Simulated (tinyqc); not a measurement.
BHZ model on a square lattice (one spin block): one step. Signs of dz at the four invariant points. Four cases, with inputs chosen for the exercise.

Question. dz = M, M - 4B/a^2 (twice), M - 8B/a^2 at (0,0), (pi,0), (0,pi), (pi,pi). The product of the signs is (-1)^nu. C = (s00 - s0p - sp0 + spp)/2 is the Chern number of the lower band of this block, in the sense Omega = curl of i<u|grad u>.

h(k) = e0 + d.s with s the Pauli matrices in the basis (E, H), k in units of 1/a: dx = (A/a) sin kx, dy = (A/a) sin ky, dz = M - (2B/a^2)(2 - cos kx - cos ky), e0 = -(2D/a^2)(2 - cos kx - cos ky). The other spin block is h*(-k). For small k this is the continuum model with dz = M - B k^2.

Case 1.

Values chosen (of the size used for HgTe wells; shifted at random, so the results belong to these values and not to a real crystal):
- A = 3.42 eV angstrom
- B = -64.1 eV angstrom^2
- D = -51.4 eV angstrom^2
- M = -0.0233 eV (mass term)
- a = 25 angstrom (grid spacing)

Case 2.

Values chosen (of the size used for InAs / GaSb double wells; shifted at random, so the results belong to these values and not to a real crystal):
- A = 0.76 eV angstrom
- B = -90.1 eV angstrom^2
- D = -20.9 eV angstrom^2
- M = 0.0155 eV (mass term)
- a = 50 angstrom (grid spacing)

Case 3.

Values chosen (of the size used for HgTe wells; shifted at random, so the results belong to these values and not to a real crystal):
- A = 3.29 eV angstrom
- B = -70.4 eV angstrom^2
- D = -54.5 eV angstrom^2
- M = -0.014 eV (mass term)
- a = 40 angstrom (grid spacing)

Case 4.

Values chosen (of the size used for thin Bi2Se3 films; shifted at random, so the results belong to these values and not to a real crystal):
- A = 2.31 eV angstrom
- B = -16.5 eV angstrom^2
- D = -5.1 eV angstrom^2
- M = -0.1053 eV (mass term)
- a = 8 angstrom (grid spacing)

Give: dz; nu (Z2 index); C.

Answer.

Case 1.

dz (meV): (0,0) -23.30, (pi,0) 386.94, (0,pi) 386.94, (pi,pi) 797.18

nu (Z2 index) = 1
C = -1

M/B > 0: the bands are inverted at Gamma alone, a quantum spin Hall insulator.

Case 2.

dz (meV): (0,0) 15.50, (pi,0) 159.66, (0,pi) 159.66, (pi,pi) 303.82

nu (Z2 index) = 0
C = 0

M/B < 0: no inversion, a trivial insulator.

Case 3.

dz (meV): (0,0) -14.00, (pi,0) 162.00, (0,pi) 162.00, (pi,pi) 338.00

nu (Z2 index) = 1
C = -1

M/B > 0: the bands are inverted at Gamma alone, a quantum spin Hall insulator.

Case 4.

dz (meV): (0,0) -105.30, (pi,0) 925.95, (0,pi) 925.95, (pi,pi) 1957.20

nu (Z2 index) = 1
C = -1

M/B > 0: the bands are inverted at Gamma alone, a quantum spin Hall insulator.

Computed by tinyqc, one run a case: `OMP_NUM_THREADS=1 python tinyqc.py N N+1 out.jsonl` with N = 1480034, 1480184, 1480394, 1480494; one thread of a shared Intel(R) Xeon(R) Processor @ 2.30GHz, about 0.1 s a run at most.
